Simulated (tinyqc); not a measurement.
Sp3 tight binding, zinc-blende lattice, step by step. One step of it, computed by the program tinyqc.

Question. Levels at k. Diagonalise the Hermitian matrix.

H(k) at k (eV), order a s, a px, a py, a pz, c s, c px, c py, c pz:
$$\begin{pmatrix}
-16.740000 & 0.000000 & 0.000000 & 0.000000 & -1.925109+0.822370i & -0.422541+1.445309i & -0.371092+1.645690i & -1.989298+0.306994i \\
0.000000 & -6.910000 & 0.000000 & 0.000000 & 0.422541-1.445309i & 0.466693-0.199362i & -2.305131+0.355735i & -0.430009+1.906971i \\
0.000000 & 0.000000 & -6.910000 & 0.000000 & 0.371092-1.645690i & -2.305131+0.355735i & 0.466693-0.199362i & -0.489627+1.674776i \\
0.000000 & 0.000000 & 0.000000 & -6.910000 & 1.989298-0.306994i & -0.430009+1.906971i & -0.489627+1.674776i & 0.466693-0.199362i \\
-1.925109-0.822370i & 0.422541+1.445309i & 0.371092+1.645690i & 1.989298+0.306994i & -14.030000 & 0.000000 & 0.000000 & 0.000000 \\
-0.422541-1.445309i & 0.466693+0.199362i & -2.305131-0.355735i & -0.430009-1.906971i & 0.000000 & -5.490000 & 0.000000 & 0.000000 \\
-0.371092-1.645690i & -2.305131-0.355735i & 0.466693+0.199362i & -0.489627-1.674776i & 0.000000 & 0.000000 & -5.490000 & 0.000000 \\
-1.989298-0.306994i & -0.430009-1.906971i & -0.489627-1.674776i & 0.466693+0.199362i & 0.000000 & 0.000000 & 0.000000 & -5.490000
\end{pmatrix}$$

Give: eigenvalues; weights |c|^2 of the basis functions.

Answer.

eigenvalues (eV): [-18.5298, -14.3731, -9.9538, -9.1267, -6.6528, -3.8307, -3.2701, -2.2329]

weights |c|^2 of the basis functions, order a s, a px, a py, a pz, c s, c px, c py, c pz:
$$\begin{pmatrix}
0.7409 & 0.1754 & 0.0055 & 0.0000 & 0.0502 & 0.0239 & 0.0001 & 0.0039 \\
0.0027 & 0.0374 & 0.1655 & 0.3310 & 0.0780 & 0.0321 & 0.2155 & 0.1378 \\
0.0035 & 0.0441 & 0.1584 & 0.2872 & 0.1310 & 0.0877 & 0.1576 & 0.1306 \\
0.0028 & 0.0640 & 0.2600 & 0.0029 & 0.3468 & 0.1806 & 0.0055 & 0.1373 \\
0.2144 & 0.6280 & 0.0109 & 0.0001 & 0.1297 & 0.0131 & 0.0001 & 0.0037 \\
0.0096 & 0.0117 & 0.1234 & 0.2015 & 0.0331 & 0.0654 & 0.3529 & 0.2023 \\
0.0120 & 0.0132 & 0.1166 & 0.1751 & 0.0545 & 0.1788 & 0.2584 & 0.1915 \\
0.0142 & 0.0263 & 0.1598 & 0.0021 & 0.1767 & 0.4184 & 0.0098 & 0.1929
\end{pmatrix}$$
